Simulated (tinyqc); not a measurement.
Worked calculation: MP2 on RHF in the sto-3g basis, frozen core, for BeH2, spin multiplicity 1. One step of it, computed by the program tinyqc.

Question. Iteration 1: building the Fock matrix. J_ij = sum D_kl (ij|kl), K_ij = sum D_kl (ik|jl); F = H + J - 0.5 K; E = tr D H + tr D J / 2 - 0.25 tr D K + E_nn.

D at the start, lower triangle:
```
            1Be 1s    1Be 2s   1Be 2px    1Be 2py   1Be 2pz     2H 1s     3H 1s
1Be 1s    2.152847
1Be 2s   -0.519400  2.030860
1Be 2px   0.000000  0.000000  0.000000
1Be 2py   0.000000  0.000000  0.000000   0.003015
1Be 2pz   0.000000  0.000000  0.000000   0.000000  0.000000
2H 1s    -0.032040  0.134654  0.000000   0.036906  0.000000  0.913708
3H 1s    -0.032040  0.134654  0.000000  -0.036906  0.000000  0.010272  0.913708
```

core Hamiltonian H = T + V (hartree), lower triangle:
```
            1Be 1s     1Be 2s    1Be 2px    1Be 2py    1Be 2pz      2H 1s      3H 1s
1Be 1s   -8.530247
1Be 2s   -2.104351  -2.744622
1Be 2px   0.000000   0.000000  -2.217565
1Be 2py   0.000000   0.000000   0.000000  -2.394597
1Be 2pz   0.000000   0.000000   0.000000   0.000000  -2.217565
2H 1s    -0.325701  -0.936702   0.000000  -1.049319   0.000000  -1.955096
3H 1s    -0.325701  -0.936702   0.000000   1.049319   0.000000  -0.044343  -1.955096
```

Two-electron integrals (ij|kl) in chemists' order, unique and non-zero (hartree):
```
(11|11) 2.298831    (21|11) 0.392036    (21|21) 0.079539    (22|11) 0.570988
(22|21) 0.143041    (22|22) 0.417683    (31|31) 0.014607    (32|31) 0.021888
(32|32) 0.092265    (33|11) 0.569578    (33|21) 0.143083    (33|22) 0.417589
(33|33) 0.449859    (41|41) 0.014607    (42|41) 0.021888    (42|42) 0.092265
(43|43) 0.024249    (44|11) 0.569578    (44|21) 0.143083    (44|22) 0.417589
(44|33) 0.401360    (44|44) 0.449859    (51|51) 0.014607    (52|51) 0.021888
(52|52) 0.092265    (53|53) 0.024249    (54|54) 0.024249    (55|11) 0.569578
(55|21) 0.143083    (55|22) 0.417589    (55|33) 0.401360    (55|44) 0.401360
(55|55) 0.449859    (61|11) 0.059066    (61|21) 0.011977    (61|22) 0.021730
(61|33) 0.021583    (61|41) 0.001053    (61|42) 0.001995    (61|44) 0.022035
(61|55) 0.021583    (61|61) 0.001890    (62|11) 0.160721    (62|21) 0.040946
(62|22) 0.132615    (62|33) 0.127383    (62|41) 0.005320    (62|42) 0.034272
(62|44) 0.142956    (62|55) 0.127383    (62|61) 0.006821    (62|62) 0.065975
(63|31) 0.003521    (63|32) 0.017043    (63|43) 0.005739    (63|63) 0.005592
(64|11) 0.179204    (64|21) 0.046167    (64|22) 0.156542    (64|33) 0.147312
(64|41) 0.008541    (64|42) 0.052975    (64|44) 0.174842    (64|55) 0.147312
(64|61) 0.007987    (64|62) 0.088040    (64|64) 0.120536    (65|51) 0.003521
(65|52) 0.017043    (65|54) 0.005739    (65|65) 0.005592    (66|11) 0.330499
(66|21) 0.085622    (66|22) 0.311920    (66|33) 0.289809    (66|41) 0.012242
(66|42) 0.104343    (66|44) 0.355847    (66|55) 0.289809    (66|61) 0.014525
(66|62) 0.202229    (66|64) 0.284989    (66|66) 0.774606    (71|11) 0.059066
(71|21) 0.011977    (71|22) 0.021730    (71|33) 0.021583    (71|41) -0.001053
(71|42) -0.001995   (71|44) 0.022035    (71|55) 0.021583    (71|61) 0.001727
(71|62) 0.005760    (71|64) 0.006297    (71|66) 0.011967    (71|71) 0.001890
(72|11) 0.160721    (72|21) 0.040946    (72|22) 0.132615    (72|33) 0.127383
(72|41) -0.005320   (72|42) -0.034272   (72|44) 0.142956    (72|55) 0.127383
(72|61) 0.005760    (72|62) 0.032238    (72|64) 0.035294    (72|66) 0.072306
(72|71) 0.006821    (72|72) 0.065975    (73|31) 0.003521    (73|32) 0.017043
(73|43) -0.005739   (73|63) 0.002064    (73|73) 0.005592    (74|11) -0.179204
(74|21) -0.046167   (74|22) -0.156542   (74|33) -0.147312   (74|41) 0.008541
(74|42) 0.052975    (74|44) -0.174842   (74|55) -0.147312   (74|61) -0.006297
(74|62) -0.035294   (74|64) -0.037796   (74|66) -0.079127   (74|71) -0.007987
(74|72) -0.088040   (74|74) 0.120536    (75|51) 0.003521    (75|52) 0.017043
(75|54) -0.005739   (75|65) 0.002064    (75|75) 0.005592    (76|11) 0.007463
(76|21) 0.001847    (76|22) 0.005243    (76|33) 0.005176    (76|44) 0.005375
(76|55) 0.005176    (76|61) 0.000281    (76|62) 0.001705    (76|64) 0.002037
(76|66) 0.004098    (76|71) 0.000281    (76|72) 0.001705    (76|74) -0.002037
(76|76) 0.000067    (77|11) 0.330499    (77|21) 0.085622    (77|22) 0.311920
(77|33) 0.289809    (77|41) -0.012242   (77|42) -0.104343   (77|44) 0.355847
(77|55) 0.289809    (77|61) 0.011967    (77|62) 0.072306    (77|64) 0.079127
(77|66) 0.165778    (77|71) 0.014525    (77|72) 0.202229    (77|74) -0.284989
(77|76) 0.004098    (77|77) 0.774606
```

nuclear repulsion = 2.81829968 hartree

Give: Coulomb J; exchange K; Fock matrix F; total energy of this density.

Answer.

Coulomb J (hartree), lower triangle:
```
         1Be 1s  1Be 2s  1Be 2px  1Be 2py  1Be 2pz  2H 1s  3H 1s
1Be 1s    6.413
1Be 2s    1.236   2.592
1Be 2px   0.000   0.000    2.544
1Be 2py   0.000   0.000    0.000    2.677
1Be 2pz   0.000   0.000    0.000    0.000    2.544
2H 1s     0.187   0.859    0.000    1.033    0.000  2.216
3H 1s     0.187   0.859    0.000   -1.033    0.000  0.033  2.216
```

exchange K (hartree), lower triangle:
```
         1Be 1s  1Be 2s  1Be 2px  1Be 2py  1Be 2pz  2H 1s  3H 1s
1Be 1s    4.706
1Be 2s    0.816   1.064
1Be 2px   0.000   0.000    0.216
1Be 2py   0.000   0.000    0.000    0.470
1Be 2pz   0.000   0.000    0.000    0.000    0.216
2H 1s     0.137   0.508    0.000    0.366    0.000  0.914
3H 1s     0.137   0.508    0.000   -0.366    0.000  0.086  0.914
```

Fock matrix F (hartree), lower triangle:
```
         1Be 1s  1Be 2s  1Be 2px  1Be 2py  1Be 2pz   2H 1s   3H 1s
1Be 1s   -4.471
1Be 2s   -1.276  -0.684
1Be 2px   0.000   0.000    0.219
1Be 2py   0.000   0.000    0.000    0.048
1Be 2pz   0.000   0.000    0.000    0.000    0.219
2H 1s    -0.207  -0.332    0.000   -0.199    0.000  -0.197
3H 1s    -0.207  -0.332    0.000    0.199    0.000  -0.054  -0.197
```

total energy of this density = -15.27247 hartree

This density is the starting one; it is not idempotent, so its energy is not variational and may lie below the converged one.
